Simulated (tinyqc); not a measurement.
Biaxially strained (001) channel, valley splitting in an inversion layer: two steps of the calculation.

A thin layer grown on a relaxed buffer is stretched in the plane. The two valleys with their long axis along the growth direction (D2) sink against the four in-plane ones (D4); confinement in a triangular well splits them too. Only the lowest subband of each set is kept; one relaxation time, so the weakening of intervalley scattering is left out.

Inputs (values chosen for the exercise); values close to those of silicon on relaxed silicon-germanium:
- T = 400 K (temperature)
- ml = 0.928 m0 (longitudinal mass)
- mt = 0.195 m0 (transverse mass)
- Ns = 1.2e12 cm^-2 (inversion density)

Constants: q = 1.602176634e-19 C, kB = 1.380649e-23 J/K, Vt = kB T/q. Results are converted to the units shown.

Task 1. Fermi level by Newton steps. f = N2 ln(1 + exp((EF - E2)/Vt)) + N4 ln(1 + exp((EF - E4)/Vt)) - Ns, f' = [N2/(1 + exp((E2 - EF)/Vt)) + N4/(1 + exp((E4 - EF)/Vt))]/Vt, EF(new) = EF - f/f'.

EF at the start = 0.114 eV
E2 = 0.11380827 eV
E4 = 0.37576872 eV
N2 = 5.6155808e12 cm^-2
N4 = 2.4500862e13 cm^-2

Give: f; f'; EF after iteration 1.

Result 1.

f = 2.7204e12 cm^-2
f' = 8.2042e13 cm^-2/eV
EF after iteration 1 = 0.080841 eV

Task 2. Share of the light valleys and conductivity mass. EF solves Ns = N2 ln(1 + exp((EF - E2)/Vt)) + N4 ln(1 + exp((EF - E4)/Vt)); f2 is the share in D2, and 1/mc = f2/mt + (1 - f2)(1/mt + 1/ml)/2.

EF = 0.064269790 eV
E2 = 0.11380827 eV
N2 = 5.6155808e12 cm^-2

Find: f2; mc.

Result 2.

f2 = 0.99757
mc = 0.19519 m0

tinyqc, about 0.01 s, one thread, Intel Xeon 2.30GHz (shared host): `OMP_NUM_THREADS=1 python tinyqc.py 2530154 2530155 out.jsonl`
